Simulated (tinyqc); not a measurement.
p-n diode, drift-diffusion by the Gummel loop with Scharfetter-Gummel fluxes: one step of the calculation.

Abrupt junction at x = 0, p side from -Lp, n side to Ln, ohmic contacts. psi is counted from the intrinsic level; n = ni exp((psi - phin)/Vt), p = ni exp((phip - psi)/Vt). Contacts: p side psi = V - Vt ln(Na/ni), p = Na, n = ni^2/Na; n side psi = Vt ln(Nd/ni), n = Nd, p = ni^2/Nd. Constant mobilities, D = mu Vt, Boltzmann statistics, SRH recombination through a mid-gap level, U = (n p - ni^2)/(tp (n + ni) + tn (p + ni)). Current is positive from the p contact to the n contact.

Problem. Electron continuity. With psi and p held, F_i = (mun Vt/h_i) [n_(i+1) B(d_i) - n_i B(-d_i)], d_i = (psi_(i+1) - psi_i)/Vt, B(d) = d/(exp(d) - 1); solve F_i - F_(i-1) = w_i [(n_i p_i - ni^2)/den_i - G] for the new n, with den = tp (n + ni) + tn (p + ni) taken at the old n and p, h_i = x_(i+1) - x_i, w_i = (h_(i-1) + h_i)/2; phin = psi - Vt ln(n/ni).

Inputs (values chosen for the exercise); band and dielectric values close to those of germanium:
- T = 300 K (temperature)
- Na = 1.2e17 cm^-3 (acceptor density of the p side)
- Nd = 4.4e17 cm^-3 (donor density of the n side)
- mun = 1300 cm^2/(V s) (electron mobility)
- tn = 1e-8 s (SRH lifetime of electrons)
- tp = 1e-6 s (SRH lifetime of holes)
- G = 0 cm^-3 s^-1 (uniform generation rate)

Constants: q = 1.602176634e-19 C, kB = 1.380649e-23 J/K, Vt = kB T/q. Results are converted to the units shown.

```
node  x (nm)     psi (V)  n after Poisson (cm^-3)  p after Poisson (cm^-3)
0      -2200  0.03414996              6.7133484e9                   1.2e17
1       -926  0.03412708             1.0626005e14             1.2010624e17
2       -382  0.03412723             1.0626065e14             1.2010556e17
3       -150  0.03419693             1.0654752e14             1.1978219e17
4      -51.2  0.04011082             1.3393444e14             9.5289120e16
5         -9  0.12469299             3.5302883e15             3.6151424e15
6          9  0.23289590             2.3202732e17             5.5004277e13
7       38.4  0.24871442             4.2783729e17             2.9830254e13
8       86.3  0.24942838             4.3981750e17             2.9017706e13
9        164  0.24944072             4.4002762e17             2.9003850e13
10       292  0.24944080             4.4002896e17             2.9003762e13
11       500  0.24943910                   4.4e17              1.8309132e9
```

ni = 2.8383125e13 cm^-3

Wanted: new n; phin after round 1.

Solution.

```
node  new n (cm^-3)  phin after round 1 (V)
0           6.713e9                  0.2500
1          6.203e13                  0.0139
2          8.935e13                  0.0045
3          1.015e14                  0.0013
4          1.333e14                  0.0001
5          3.530e15                  0.0000
6          2.320e17                  0.0000
7          4.278e17                  0.0000
8          4.398e17                  0.0000
9          4.400e17                  0.0000
10         4.400e17                  0.0000
11         4.400e17                  0.0000
```

Program tinyqc, `OMP_NUM_THREADS=1 python tinyqc.py 2240045 2240046 out.jsonl`; Intel Xeon 2.30GHz, shared host, one thread, about 0.1 s.
